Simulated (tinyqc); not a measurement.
Random telegraph noise from one oxide trap in a small MOSFET: one step of the calculation.

An acceptor-like trap exchanges electrons with the channel. Inversion charge Q = Cox u, u = n Vt W0(exp((Vg - VT)/(n Vt))), W0 the Lambert function, n = nf, Cox = eps0 eox/tox; linear regime Id = (W/L) mu Q Vd. Relative to threshold the surface potential rises by Vt ln(u/u0) and the oxide voltage by the rest of Vg - VT, with u0 = n Vt W0(1).

Task. Step height. A = W L; threshold step dV = q (1 - xt/tox)/(Cox A); gm/Id = 1/(u + n Vt); relative step dI/I = (gm/Id) dV + asc mu/A. Id as defined.

Parameters, values chosen for the exercise; values of the order met in silicon transistors:
- T = 350 K (temperature)
- eox = 3.9 (relative permittivity of the gate insulator (close to silicon dioxide))
- tox = 2.9 nm (insulator thickness)
- xt = 1 nm (depth of the trap from the channel interface)
- nf = 1.17 (body factor)
- W = 180 nm (gate width)
- L = 74 nm (gate length)
- mu = 220 cm^2/(V s) (mobility)
- asc = 2.2e-16 V s (scattering coefficient of the charged trap)
- Vd = 0.02 V (drain voltage)

Constants: q = 1.602176634e-19 C, kB = 1.380649e-23 J/K, Vt = kB T/q, eps0 = 8.8541878128e-14 F/cm where lengths are in cm. Results are converted to the units shown.

u = 0.41317957 V
N = 3.0707453e12 cm^-2

Give: electrons in the channel N A; dV; gm/Id; number part of dI/I; dI/I; Id; dI.

Result.

electrons in the channel N A = 409.02
dV = 0.66183 mV
gm/Id = 2.2298 1/V
number part of dI/I = 0.14758 %
dI/I = 0.18391 %
Id = 5.2656 uA
dI = 9.6841 nA

Range of the model: VT is taken as given; short-channel effects and the uneven flow of current among few electrons are left out.

Computed by the program tinyqc: `OMP_NUM_THREADS=1 python tinyqc.py 2710026 2710027 out.jsonl`, one thread of a shared Intel Xeon 2.30GHz, about 0.01 s for the whole run.
